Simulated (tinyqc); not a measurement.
Worked calculation: donors with valley-orbit split 1s states. Values are carried at full precision from step to step, so a last printed digit may differ when a step is redone from the rounded ones.

Each donor binds at most one electron, in any of its states. For a site s, W_s = sum over its states of g exp(E/kT), and the ionised share is 1/(1 + W_s exp(eta)), eta = (EF - Ec)/kT; n = Nc F_1/2(eta); neutrality n + NA = ND x (mean ionised share); holes are neglected. Nc from N = 2 (m kB T/(4 pi c))^(3/2) with c = hbar^2/2m0, in 1/angstrom^3; times 1e24 for 1/cm^3, m = md. F_j(eta) = (1/Gamma(j + 1)) integral_0^infinity x^j dx/(1 + exp(x - eta)), which tends to exp(eta) for eta << 0.

Constants: hbar^2/2m0 = 3.80998211 eV angstrom^2; kB = 8.617333262e-05 eV/K.

Values chosen for the exercise (near those of As in Si; shifted at random, so the results belong to these values and not to a real crystal): md = 1.06 m0 (density-of-states mass of the conduction band); E = (55.3, 35.1, 31.8) meV (binding energies of 1s(A1), 1s(T2), 1s(E)); g = (2, 6, 4) (their degeneracies with spin); T = 200 K; ND = 3.1e+15 1/cm^3 (donors); NA = 2.9e+14 1/cm^3 (compensating acceptors, all ionised); mu0 = 70 cm^2/(V s) (mobility at heavy doping); mu1 = 1371 cm^2/(V s) (mobility at light doping and 300 K); Nr = 9e+16 1/cm^3 (reference doping); de = 0.72 (doping exponent); ga = 2.3 (temperature exponent).

## Partition sums of the neutral donor

Give each term g exp(E/kT), W_s, and the effective degeneracy W_s exp(-E_ground/kT).

Nc = 1.4907e+19 1/cm^3

terms: 1s(A1) 49.49, 1s(T2) 45.99, 1s(E) 25.32

W_s: donor 120.79

effective degeneracy: donor 4.881

The ground state alone would give 2 and all states together 12; here the excited states hold 59 % of the bound electrons.

## Neutrality

Solve for eta.

eta = -8.601
n = 2.74e+15 1/cm^3

ionised share: donor 0.978

n is 0.976 of ND - NA.

## Mobility and resistivity

Mobility (Caughey-Thomas form): mu = mu0 + (mu1 (T/300)^(-ga) - mu0)/(1 + ((ND + NA)/Nr)^de); rho = 1/(e n mu), e = 1.602176634e-19 C.

Compare with full ionisation, n = ND - NA.

mu = 3189.5 cm^2/(V s)
rho = 0.714 ohm cm
rho at full ionisation = 0.696 ohm cm

Incomplete ionisation raises rho by a factor 1.02.

## Checks

- n at ND = 1e13 1/cm^3 against the root of n^2 = (Nc/W)(ND - n) (1/cm^3): both 9.999e+12.

Program tinyqc; command `OMP_NUM_THREADS=1 python tinyqc.py 1682055 1682056 out.jsonl`; about 0.01 s on one thread of a shared Intel(R) Xeon(R) Processor @ 2.30GHz.
